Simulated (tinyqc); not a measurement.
One rectangular barrier with mass mismatch, transfer matrices: one step of the calculation.

One electron of energy E comes from the left lead (band edge 0); no transverse momentum. Parabolic bands, masses in units of m0, C = hbar^2/(2 m0); psi and psi'/m are continuous at every interface. The right lead equals the left one.

Task. Matrices of the layers. For the pair (psi, psi'/m) a flat layer has M = [[cos kd, (m/k) sin kd], [-(k/m) sin kd, cos kd]] with k = sqrt(m (E - U)/C) above its edge U, and M = [[cosh Kd, (m/K) sinh Kd], [(K/m) sinh Kd, cosh Kd]] with K = sqrt(m (U - E)/C) below it. M12 is in nm, M21 in 1/nm.

Inputs (values chosen for the exercise); masses and offsets close to those of InGaAs wells and InAlAs barriers:
```
symbol,value,unit,meaning
U1,0.52,eV,barrier height
m1,0.073,m0,barrier mass
d1,1.8,nm,barrier width
E,0.462,eV,electron energy
```

Constants: q = 1.602176634e-19 C, hbar = 1.054571817e-34 J s, m0 = 9.1093837015e-31 kg, hbar^2/(2 m0) = 0.0380998212 eV nm^2. Results are converted to the units shown.

Find: M of layer 1.

Result.

M of layer 1:
```
,1,2
1,1.185,0.1394
2,2.908,1.185
```

Range of the model: Masses are held fixed, although real bands cease to be parabolic a few tenths of an eV from their edges (inside a barrier too).

Program tinyqc, `OMP_NUM_THREADS=1 python tinyqc.py 2560007 2560008 out.jsonl`; Intel Xeon 2.30GHz, shared host, one thread, about 0.01 s.
